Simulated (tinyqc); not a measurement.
Lifetime against injection: carrier lifetime from Shockley-Read-Hall, radiative, Auger and surface recombination. Computed by tinyqc, a small Python program. Command: `OMP_NUM_THREADS=1 python tinyqc.py 3031888 3031889 out.jsonl lifetime walk`. One thread of a shared host (Intel(R) Xeon(R) Processor @ 2.30GHz), about 0.02 s of CPU time with the checks.

Energies are counted from the top of the valence band. Boltzmann statistics, full ionisation, and equal excess densities of electrons and holes.

Inputs (values chosen for the exercise, for a model semiconductor): gap E_g = 0.758 eV; electron mass m_e = 0.0322 m_0; valleys M_c = 1; hole mass m_h = 0.431 m_0; temperature T = 250 K; doping N = 4.2e+14 cm^-3; trap level E_t = 0.657 eV; trap density N_t = 1.5e+11 cm^-3; electron cross-section sigma_n = 3.1e-15 cm^2; hole cross-section sigma_p = 2.6e-15 cm^2; radiative coefficient B = 2.6e-11 cm^3/s; Auger coefficient C_n = 1.3e-30 cm^6/s; Auger coefficient C_p = 4.4e-31 cm^6/s; diffusion coefficient D = 46 cm^2/s; surface velocity S = 20 cm/s; thickness W = 7.5 micrometre.

Doping: n-type. Surface term: two equal surfaces.

Constants: m_0 = 9.1093837015e-31 kg; k_B = 1.380649e-23 J/K; h = 6.62607015e-34 J s; k_B = 8.617333262e-05 eV/K.

Method:
- N_c = 2 M_c (2 pi m_e k_B T/h^2)^(3/2) and N_v = 2 (2 pi m_h k_B T/h^2)^(3/2), masses in units of m_0.
- n_i = sqrt(N_c N_v) exp(-E_g/2 k_B T); majority density N/2 + sqrt(N^2/4 + n_i^2), minority density n_i^2 over it.
- v = sqrt(3 k_B T/m) with m_e or m_h; tau_n0 = 1/(sigma_n v_n N_t), tau_p0 = 1/(sigma_p v_p N_t); n1 = N_c exp(-(E_g - E_t)/k_B T), p1 = N_v exp(-E_t/k_B T).
- The slowest diffusion mode has x tan x = S W/(2 D) with 0 < x < pi/2 (bisection), and tau_s = W^2/(4 x^2 D). The common approximation is W/(2 S) + W^2/(pi^2 D).
- With n = n_0 + dn, p = p_0 + dn and U/dn = 1/tau: (n p - n_i^2)/dn = n_0 + p_0 + dn = s; 1/tau_SRH = s/[tau_p0 (n + n1) + tau_n0 (p + p1)]; 1/tau_rad = B s; 1/tau_Aug = (C_n n + C_p p) s; the rates add, with 1/tau_s.
- Rows stop below half the smaller effective density of states.

N_c = 1.10302e+17 cm^-3

N_v = 5.40152e+18 cm^-3

n_0 = 4.20000e+14 cm^-3

p_0 = 743435 cm^-3

tau_p0 = 1.57887e-04 s

n1 = 1.01511e+15 cm^-3

tau_n0 = 3.61949e-05 s

p1 = 307595 cm^-3

tau_s = 1.87510e-05 s

Lifetimes (s):
```
dn (cm^-3)         SRH   radiative       Auger   effective  radiative efficiency  fastest channel
1.00e+10    5.3948e-04  9.1573e-05  4.3605e+00  1.5128e-05               0.16520          surface
1.00e+11    5.3941e-04  9.1553e-05  4.3583e+00  1.5127e-05               0.16523          surface
1.00e+12    5.3867e-04  9.1358e-05  4.3365e+00  1.5121e-05               0.16551          surface
1.00e+13    5.3146e-04  8.9445e-05  4.1278e+00  1.5062e-05               0.16839          surface
1.00e+14    4.7306e-04  7.3964e-05  2.6709e+00  1.4500e-05               0.19604          surface
1.00e+15    2.9624e-04  2.7086e-05  3.0806e-01  1.0680e-05               0.39432          surface
1.00e+16    2.0800e-04  3.6911e-06  5.3477e-03  3.0373e-06               0.82285        radiative
```

What does the comparison show, and why?

tau_SRH goes from 5.39e-4 s at low injection (3.42 times the minority capture time) to 2.08e-4 s in the last row; at high injection it tends to tau_n0 + tau_p0 = 1.94e-4 s. Ruling channel by row: surface from 1e10, radiative from 1e16 cm^-3.

Extremes, crossings and ranges named in words are read from the listed rows.
